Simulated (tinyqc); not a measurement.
Worked calculation: coherent potential approximation for a binary alloy with a semi-elliptic band. Values are carried at full precision from step to step, so a last printed digit may differ when a step is redone from the rounded ones.

Site levels eA = -x d (share 1 - x) and eB = (1 - x) d (share x), so that their mean, the virtual crystal, is 0. Pure band: G0(z) = 2 (z - sqrt(z - W) sqrt(z + W))/W^2 with principal roots, density -Im G/pi per site. The medium has a self-energy S(z), G = G0(z - S), z = E + i eta. t_i = (e_i - S)/(1 - (e_i - S) G); the CPA demands <t> = (1 - x) tA + x tB = 0. Iteration: start at S = 0, set S(new) = S + <t>/(1 + <t> G), stop when |<t>| < 1e-9 eV.

Constants: hbar = 6.58211957e-16 eV s.

Inputs chosen for the exercise:

| symbol | value | unit | meaning |
|---|---|---|---|
| W | 2.3 | eV | half width of the pure band |
| x | 0.26 |  | fraction of B |
| d | 0.67 | eV | eB - eA |
| eta | 0.046 | eV | broadening |
| E | -0.2 | eV | energy |

## First step: the average t-matrix

With S = 0 form G, tA, tB, <t> and the new S.

eA, eB (eV): -0.1742  0.4958

G = -0.07410-0.84906i 1/eV

tA, tB (eV): -0.1726-0.0259i  0.4105-0.1667i

<t> = -0.0210-0.0625i eV
S after one step = -0.0237-0.0653i eV

## The self-consistent medium

Iterate.

Iterations:

| i | S (eV) | G (1/eV) | \|<t>\| (eV) |
|---|---|---|---|
| 0 | 0.00000 | -0.07410-0.84906i | 0.0659 |
| 1 | -0.02367-0.06531i | -0.06343-0.82595i | 0.00192 |
| 2 | -0.02542-0.06610i | -0.06278-0.82572i | 5.31e-05 |
| 3 | -0.02547-0.06608i | -0.06277-0.82572i | 1.47e-06 |
| 4 | -0.02547-0.06608i | -0.06277-0.82572i | 4.07e-08 |
| 5 | -0.02547-0.06608i | -0.06277-0.82572i | 1.13e-09 |
| 6 | -0.02547-0.06608i | -0.06277-0.82572i | 3.12e-11 |

S = -0.02547-0.06608i eV
G = -0.06277-0.82572i 1/eV

Converged at i = 6. The first step gave -0.0237-0.0653i eV.

## Densities on A and B, and the lifetime

G_i = G/(1 - (e_i - S) G); densities -Im G_i/pi; their weighted sum must be -Im G/pi. Lifetime hbar/(2 |Im S|), which has a meaning only while |Im S| is small against W. Weak-scattering value of S: x (1 - x) d^2 G.

densities (1/eV): on A 0.2790, on B 0.2168, weighted sum 0.2628, medium 0.2628

lifetime = 4.98 fs
weak-scattering S = -0.0054-0.0713i eV

An A site carries the larger density here, by a factor 1.29; the weak-scattering value is 29 % from S.

## Checks

- Weighted sum of the partial densities against the density of the medium: both 0.26284.

Run: tinyqc, `OMP_NUM_THREADS=1 python tinyqc.py 1481198 1481199 out.jsonl`; Intel(R) Xeon(R) Processor @ 2.30GHz, one thread, shared host; about 0.01 s of CPU time with all checks.
